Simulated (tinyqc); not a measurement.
Two-dimensional dopant profile at a mask edge: lateral junction, overlap and effective channel length: one step, computed by the program tinyqc. Command: `OMP_NUM_THREADS=1 python tinyqc.py 3013388 3013389 out.jsonl lateral walk`. One thread of a shared host (Intel(R) Xeon(R) Processor @ 2.30GHz), about 0.01 s of CPU time with the checks.

Ions enter for y < 0; the mask (spacer, then gate) covers y > 0. x is the depth. The surface reflects dopant during the anneal.

Question. Lateral junction at the surface. Widths s_x^2 = (vertical straggle)^2 + 2 D t, s_y^2 = (lateral straggle)^2 + 2 D t. C(x, y) = V(x) (1/2) erfc(y/(sqrt2 s_y)), V(x) = Q/(sqrt(2 pi) s_x) [exp(-(x - R_p)^2/(2 s_x^2)) + exp(-(x + R_p)^2/(2 s_x^2))]; 1 nm = 1e-7 cm. The lateral junction at depth x solves C = C_B: y_j(x) = sqrt2 s_y erfc^-1(2 C_B/V(x)). Overlap under the gate = y_j(0) - spacer; metallurgical channel L_met = L_g - 2 overlap (tails from the two sides are not added). Abruptness at y_j(0) in nm per decade = ln(10) s_y sqrt(pi/2) exp(u^2) erfc(u), u = y_j/(sqrt2 s_y). Overlap capacitance per width = 3.9 eps_0 overlap/t_ox (zero if there is no overlap).

Inputs (values chosen for the exercise, modelled on a source-drain extension in silicon): channel doping C_B = 7.2e+17 1/cm^3; gate length L_g = 45 nm; offset spacer = 0.99 nm; oxide thickness = 3.6 nm.

s_y = 1.783255 nm

V at the surface = 9.069772e+20 1/cm^3

vertical junction x_j = 9.433611 nm

Constants: eps_0 = 8.8541878128e-12 F/m.

Give: lateral junction y_j(0); ratio y_j(0)/x_j; overlap; metallurgical channel L_met; lateral abruptness; overlap capacitance.

Answer.

lateral junction y_j(0) = 5.632 nm

ratio y_j(0)/x_j = 0.5970

overlap = 4.642 nm

metallurgical channel L_met = 35.72 nm

lateral abruptness = 1.197 nm/decade

overlap capacitance = 0.04452 fF/um

The two overlaps take 21 % of the gate length. Caution: the peak exceeds usual solubilities, so part of the dose is inactive and diffusion is concentration dependent. Caution: the profile peaks below the surface, where the junction reaches further under the gate than y_j(0); the overlap given is the one at the surface.
